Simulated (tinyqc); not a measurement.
From one set of inputs to another, one input at a time: surface photovoltage measurement of the minority-carrier diffusion length in a wafer. Computed by tinyqc, a small Python program. Command: `OMP_NUM_THREADS=1 python tinyqc.py 3130418 3130419 out.jsonl spv ladder`. One thread of a shared host (Intel(R) Xeon(R) Processor @ 2.30GHz), about 0.02 s of CPU time with the checks.

Low injection, steady light, a depletion layer much thinner than 1/alpha and L. The excess density dn is taken at the front edge of the neutral region; light that reaches the back is lost.

The inputs printed are set A. Inputs not listed in the table keep their values of set A, so the rows need not describe a real material.

Inputs (values chosen for the exercise, modelled on p-type silicon at room temperature):
```
quantity                                              value               unit
diffusion length L                                      560         micrometre
wafer thickness W                                       300         micrometre
diffusivity D                                          29.9             cm^2/s
front recombination velocity S_f                        110               cm/s
back recombination velocity S_b                      160000               cm/s
photon flux entering                                1.4e+11         1/(cm^2 s)
minority density at the surface barrier scale n_0   3.3e+10             1/cm^3
temperature T                                           298                  K
wavelength                                              889                 nm
relative noise of each reading                            0                  %
diffusion length after pair splitting over L           0.56                  -
iron factor C                                      1.01e+16  micrometre^2/cm^3
```

normal deviates g for the noise: -0.16  0.33  1.11  -0.53  -1.10  0.31  1.49

Constants: k_B = 8.617333262e-05 eV/K.

Method:
- alpha = (84.732/lambda - 76.417)^2 per cm with lambda in micrometre (an empirical fit for silicon between 0.7 and 1.05 micrometre).
- Thick wafer: dn = Phi L/((S_f + D/L)(L + 1/alpha)). Finite wafer, with s = S_b L/D, w = W/L, a = alpha L: dn = [Phi a/(a^2 - 1)] [a - B - exp(-alpha W)(a - s)/(cosh w + s sinh w)]/(S_f + B D/L), B = (sinh w + s cosh w)/(cosh w + s sinh w).
- Photovoltage V = (k_B T/e) ln(1 + dn/n_0). Lifetime = L^2/D.
- Readings y = (Phi/dn) (1 + noise x g) at 780, 830, 880, 920, 950, 975 and 995 nm; a least-squares line y = c (1/alpha + L_app) gives L_app = intercept/slope.
- Splitting iron-boron pairs in boron-doped silicon shortens L; with nothing else changing, [Fe] = C (1/L_after^2 - 1/L^2). It is evaluated with the true lengths and with the apparent ones (without noise), which differ when the wafer is not thick against L.

Each row keeps all changes above it; columns: (1) input moved; (2) from; (3) to; (4) dn, finite wafer (1/cm^3); (5) apparent length L_app (micrometre); (6) [Fe] from the apparent lengths (1/cm^3):
```
(1)                                          (2)      (3)         (4)     (5)         (6)
set A                                          -        -  1.0555e+08  186.08  5.0538e+10
photon flux entering (1/(cm^2 s))        1.4e+11  2.1e+11  1.5832e+08  186.08  5.0538e+10
wavelength (nm)                              889      934  1.4578e+08  186.08  5.0538e+10
diffusivity D (cm^2/s)                      29.9     26.4  1.6301e+08  185.92  5.0534e+10
back recombination velocity S_b (cm/s)    160000   430000  1.6249e+08  185.16  5.0519e+10
front recombination velocity S_f (cm/s)      110      910  9.3014e+07  185.16  5.0519e+10
diffusion length L (micrometre)              560      580  9.3356e+07  185.64  4.6969e+10
```

Where does the difference come from?

dn, finite wafer goes from 1.06e8 to 9.34e7, a factor 0.884 in all. The largest single move comes from front recombination velocity S_f (a factor 0.572), and photon flux entering works against it (a factor 1.50). apparent length L_app ends near its start, 186; the largest single move comes from back recombination velocity S_b (a factor 0.9959). [Fe] from the apparent lengths goes from 5.05e10 to 4.70e10, a factor 0.929 in all. The largest single move comes from diffusion length L (a factor 0.930). The single moves hold for this order of the switches; the total does not depend on the order.

Extremes, crossings and ranges named in words are read from the listed rows.
